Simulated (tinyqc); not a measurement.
Alloy A(1-x)B(x) by interpolation with bowing: one step. Electron mass of the alloy. Two cases, with inputs chosen for the exercise.

Question. Compare with the linear interpolation of the masses.

Each gap follows E(x) = (1 - x) E_A + x E_B - C x (1 - x); the lattice constant follows Vegard, a(x) = (1 - x) a_A + x a_B.

Mass at Gamma from the Kane formula 1/m = F + Ep (Eg + 2 Dso/3)/(Eg (Eg + Dso)). F is fixed by the masses of A and B and interpolated linearly, as is Ep; Eg and Dso carry their bowing.

Give: F of A, B; Ep, Eg, Dso at x; m(x) from the Kane formula; m(x) linear.

Case 1.

Values chosen (A near InAs, B near AlAs; not measured data): Eg = (0.412, 3.104) eV (gap at Gamma to the s-like level of A, B); Dso = (0.39, 0.283) eV (spin-orbit splitting of A, B); Ep = (21.3, 21.2) eV (Kane energy of A, B); me = (0.0262, 0.1506) m0 (electron mass at Gamma of A, B); C = (0.847, 0, 0) eV (bowing of the Gamma, X and L gaps); Cs = 0.11 eV (bowing of Dso); x = 0.8 (fraction of B).

Answer.

F of A, B: [-5.1509, 0.0004]

Ep, Eg, Dso at x (eV): [21.2200, 2.4301, 0.2868]

m(x) from the Kane formula = 0.1352 m0
m(x) linear = 0.1257 m0

The Kane value lies 7.6 % above the linear one. The Gamma valley is not the lowest at this x.

Case 2.

Values chosen (A near GaAs, B near GaSb; not measured data): Eg = (1.5, 0.802) eV (gap at Gamma to the s-like level of A, B); Dso = (0.343, 0.762) eV (spin-orbit splitting of A, B); Ep = (25.7, 26.7) eV (Kane energy of A, B); me = (0.0664, 0.0389) m0 (electron mass at Gamma of A, B); C = (1.455, 1.408, 1.025) eV (bowing of the Gamma, X and L gaps); Cs = 0.7 eV (bowing of Dso); x = 0.24 (fraction of B).

Answer.

F of A, B: [-1.0102, -2.1781]

Ep, Eg, Dso at x (eV): [25.9400, 1.0671, 0.3159]

m(x) from the Kane formula = 0.0472 m0
m(x) linear = 0.0598 m0

The Kane value lies 21.0 % below the linear one.

Computed by tinyqc, one run a case: `OMP_NUM_THREADS=1 python tinyqc.py N N+1 out.jsonl` with N = 1080739, 1080773; one thread of a shared Intel(R) Xeon(R) Processor @ 2.30GHz, about 0.01 s a run at most.
